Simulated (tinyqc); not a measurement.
Two-mode optical phonons of a ternary alloy from two coupled oscillators: one step, computed by the program tinyqc. Command: `OMP_NUM_THREADS=1 python tinyqc.py 3001274 3001275 out.jsonl twomode walk`. One thread of a shared host (Intel(R) Xeon(R) Processor @ 2.30GHz), about 0.01 s of CPU time with the checks.

An alloy A(x)B(1-x)C has an A-C and a B-C bond oscillator. Each TO frequency moves linearly from the impurity mode (dilute end) to the TO of the pure crystal; each strength is proportional to the number of bonds.

Question. LO modes, coupled by the field. eps(omega) = eps_inf + W_1/(omega_1^2 - omega^2) + W_2/(omega_2^2 - omega^2) = 0 is the eigenproblem of the matrix [[omega_1^2 + W_1/eps_inf, sqrt(W_1 W_2)/eps_inf], [sqrt(W_1 W_2)/eps_inf, omega_2^2 + W_2/eps_inf]] for omega_LO^2. Uncoupled values keep the diagonal alone. eps_s = eps_inf + W_1/omega_1^2 + W_2/omega_2^2.

omega_1 (A-C, TO) = 360.355 1/cm

omega_2 (B-C, TO) = 260.02 1/cm

eps_inf = 9.2289

W_1 = 159621.8 1/cm^2

W_2 = 44111.15 1/cm^2

Give: matrix; lower LO mode; upper LO mode; uncoupled values; eps_s.

Answer.

matrix (1/cm^2):
```
           1          2
1  1.472e+05  9.092e+03
2  9.092e+03  7.239e+04
```

lower LO mode = 267.0 1/cm

upper LO mode = 385.0 1/cm

uncoupled values (1/cm): 269.1  383.6

eps_s = 11.11

The field pushes the upper mode up by 1.42 and the lower one down by 2.03 per cm; the lower LO stays between the two TO modes.
